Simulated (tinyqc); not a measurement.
Size effects in the resistivity of thin metal films and interconnect lines: one step, computed by the program tinyqc. Command: `OMP_NUM_THREADS=1 python tinyqc.py 3026363 3026364 out.jsonl size walk`. One thread of a shared host (Intel(R) Xeon(R) Processor @ 2.30GHz), about 0.01 s of CPU time with the checks.

Electrons lose their drift at surfaces (a share 1 - p of the hits) and at grain boundaries (reflection R), besides bulk scattering. The line sits in a trench with a non-conducting liner on both walls and the bottom; the spacing equals the drawn width.

Task: Resistance and delay. Total: rho = rho_b [1 + surface excess + grain excess]; resistance per length rho/(w_m h_m); capacitance per length C = 2 k eps_0 (aspect ratio + 1/2), a parallel-plate estimate for two neighbours plus a fixed term for the planes above and below; delay 0.38 R C L^2; effective resistivity per drawn area.

Inputs (values chosen for the exercise, modelled on aluminium): bulk resistivity rho_b = 2.61 microohm cm; aspect ratio (height over width) = 2.4; line length = 8.5 micrometre; permittivity of the dielectric k = 2.3.

Geometry: line.

rho/rho_b from surfaces = 3.516850

rho/rho_b from grains = 6.319648

metal width w_m = 4.2 nm

metal height h_m = 15.4 nm

share of the trench filled by metal = 55 %

Constants: eps_0 = 8.8541878128e-12 F/m.

Give: resistivity rho; resistance per length; capacitance per length; RC delay; effective resistivity per drawn area.

Result:

resistivity rho = 23.06 microohm cm

resistance per length = 3566 ohm/micrometre

capacitance per length = 0.1181 fF/micrometre

RC delay = 11.56 ps

effective resistivity per drawn area = 41.93 microohm cm

Of the factor 16.07 over bulk, scattering gives 8.84 and the liner 1.82; within scattering, grain boundaries outweigh surfaces (5.32 against 2.52, grains first). Caution: for lines much narrower than lambda adding the two film terms and the grain term underestimates the resistivity.
